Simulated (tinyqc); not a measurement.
What each parameter does: five-level k.p model folded onto the conduction band.

Second-order sums for the lowest conduction level at E: 1/m = 1 + Cm + (Ep/3)(2/E + 1/(E + Dso)) - (Ep2/3)(2/(E7 + D2 - E) + 1/(E7 - E)); g/2 = 1 + Cg - (Ep/3)(1/E - 1/(E + Dso)) - (Ep2/3)(1/(E7 - E) - 1/(E7 + D2 - E)). E is counted from the top of the valence band; E = Eg at the edge.

Inputs chosen for the exercise (near those of InAs; the results hold for these values, not for the real material):
- Eg = 0.42 eV (gap at Gamma to the s-like level)
- Dso = 0.393 eV (spin-orbit splitting)
- Ep = 21.2 eV (Kane energy)
- E7 = 4.35 eV (upper Gamma7 conduction level, from the valence top)
- D2 = 0.17 eV (its spin-orbit splitting, Gamma8 above Gamma7)
- Ep2 = 5.6 eV (Kane energy to the upper levels)
- Cm = -2 (remote term in 1/m)
- Cg = -0.02 (remote term in g/2)

Mass and g at E = Eg.

Results for these values:
```
case   m (m0)         g
base  0.02503  -14.3460
```

What happens to each result for E7 = 4.785 eV, all else kept?

Answer: m falls from 0.02503 to 0.02494; g rises from -14.3460 to -14.3387.

The same for each parameter in turn:
```
case             m (m0)         g
base            0.02503  -14.3460
Eg = 0.462 eV   0.02743  -12.1416
Dso = 0.354 eV  0.02476  -13.4701
Ep = 19.08 eV   0.02799  -12.7193
E7 = 4.785 eV   0.02494  -14.3387
D2 = 0.187 eV   0.02502  -14.3498
Ep2 = 5.04 eV   0.02494  -14.3421
```

Computed by tinyqc, a small Python program: `OMP_NUM_THREADS=1 python tinyqc.py 1050296 1050297 out.jsonl` (the numbers bound the seed that draws the inputs); one thread of a shared host (Intel(R) Xeon(R) Processor @ 2.30GHz), about 0.01 s for the whole set of steps.
